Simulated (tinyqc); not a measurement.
Worked calculation: Hubbard chain of 4 sites. One step of it, computed by the program tinyqc.

Question. Mean-field iteration 3. H(up) = T + U n(down), H(down) = T + U n(up); fill the lowest levels; n(new) = n + mixing (n(out) - n); E = tr T (rho up + rho down) + U sum n_up n_down of the output.

one-body matrix (hopping and site energies) (eV), lower triangle:
```
           1          2          3          4
1  -0.510000
2  -1.770000  -0.310000
3   0.000000  -1.770000   0.770000
4   0.000000   0.000000  -1.770000  -0.870000
```

U = 5.500000 eV

electrons, up and down: 2  2

mixing = 0.500000

n(up) after iteration 2: 1 0.862692, 2 0.205585, 3 0.735725, 4 0.195998

n(down) after iteration 2: 1 0.150227, 2 0.802245, 3 0.161832, 4 0.885696

Give: levels, up; levels, down; energy; n(up) after iteration 3; n(down) after iteration 3.

Answer.

levels, up (eV): -0.7251  0.5593  4.3594  5.8864

levels, down (eV): -0.8895  0.1364  4.6552  6.1779

energy = -4.1569 eV

n(up) after iteration 3: 1 0.8776, 2 0.2040, 3 0.7359, 4 0.1824

n(down) after iteration 3: 1 0.1371, 2 0.8053, 3 0.1582, 4 0.8994
